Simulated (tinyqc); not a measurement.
Raising U: Hubbard ring of 6 sites, mean field against exact. Computed by the program tinyqc. Collinear unrestricted mean field (the lowest of 40 random starts) against exact diagonalisation.

one-body matrix (hopping and site energies) (eV):
```
,1,2,3,4,5,6
1,0.0000,-0.8400,0.0000,0.0000,0.0000,-0.8400
2,-0.8400,0.0000,-0.8400,0.0000,0.0000,0.0000
3,0.0000,-0.8400,0.0000,-0.8400,0.0000,0.0000
4,0.0000,0.0000,-0.8400,0.0000,-0.8400,0.0000
5,0.0000,0.0000,0.0000,-0.8400,0.0000,-0.8400
6,-0.8400,0.0000,0.0000,0.0000,-0.8400,0.0000
```

electrons, up and down: 3  3

Exact and mean-field results (eV):
```
U,U/t,E exact,E mean field,mean |n_up - n_down|,"double occupancy, exact",first gap in the sector
0.420,0.500,-6.11117,-6.09000,0.000,0.233,1.537
0.840,1.000,-5.54497,-5.46000,0.000,0.216,1.391
1.680,2.000,-4.54394,-4.20000,0.000,0.181,1.103
2.520,3.000,-3.72402,-3.06708,0.554,0.145,0.847
3.360,4.000,-3.08171,-2.38251,0.758,0.111,0.647
5.040,6.000,-2.22475,-1.63599,0.891,0.064,0.407
6.720,8.000,-1.72043,-1.24094,0.938,0.039,0.293
10.080,12.000,-1.17588,-0.83425,0.972,0.019,0.190
16.800,20.000,-0.71611,-0.50275,0.990,0.007,0.114
```

What does the comparison show, and why?

In absolute terms mean field is worst at U/t = 4.0, 0.699 eV too high: at small U it is nearly exact, and at large U it misses only exchange-scale energies. Its local moments set in at U/t = 3.0 of those listed, a broken symmetry that the exact state of a finite cluster with equal spins does not have. Relative to the exact energy its error is 0.3 % at the smallest U, 30 % at most and 30 % at the largest. The double occupancy falls from 0.233 to 0.007; at the largest U the first gap is 0.68 times the exchange scale 4t^2/U.
